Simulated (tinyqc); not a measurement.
Charge control and current of a heterostructure field-effect transistor: one step, computed by the program tinyqc. Command: `OMP_NUM_THREADS=1 python tinyqc.py 3008954 3008955 out.jsonl hemt walk`. One thread of a shared host (Intel(R) Xeon(R) Processor @ 2.30GHz), about 0.01 s of CPU time with the checks.

Two subbands in a triangular well; E_F is counted from the conduction band edge of the channel at the interface.

Problem. Levels and gate capacitance. Charge control: n_s = C_b (V_G - V_T - E_F/e)/e. Well: mean field F = e n_s/(2 eps eps_0), E_i = (hbar^2/2m)^(1/3) [(3 pi e F/2)(i + 3/4)]^(2/3), i = 0, 1; n_s = D k_B T sum_i ln(1 + exp((E_F - E_i)/k_B T)), D = m/(pi hbar^2), which is solved in closed form for E_F. C_g = e dn_s/dV_G = 1/(1/C_b + 1/C_q), 1/C_q = d(E_F/e)/d(e n_s) by a central difference of +/- 0.1 % in n_s; added distance dd = eps eps_0/C_q.

Inputs (values chosen for the exercise, modelled on AlGaAs/GaAs): channel mass m = 0.065 m_0; permittivity eps (barrier and channel) = 12.2; conduction band offset dE_c = 0.26 eV; temperature T = 400 K; spacer between delta layer and channel = 3.8 nm.

Charge source: delta doping. Velocity law: smooth.

sheet density n_s = 2.801703e+12 1/cm^2

barrier capacitance C_b = 0.4320844 microfarad/cm^2

Constants: k_B = 8.617333262e-05 eV/K; e = 1.602176634e-19 C; eps_0 = 8.8541878128e-12 F/m; hbar = 1.054571817e-34 J s; m_0 = 9.1093837015e-31 kg; k_B = 1.380649e-23 J/K.

Give: E_0; E_1; E_F; share in the second subband; gate capacitance C_g; added distance dd.

Solution.

E_0 = 146.8 meV

E_1 = 258.2 meV

E_F = 233.5 meV

share in the second subband = 13.31 %

gate capacitance C_g = 0.3624 microfarad/cm^2

added distance dd = 4.803 nm

C_g is 84 % of C_b: the finite density of states and the rise of E_0 act as 4.8 nm of extra barrier. Caution: E_F lies above the conduction band minimum of the barrier, so electrons would spill into the barrier.
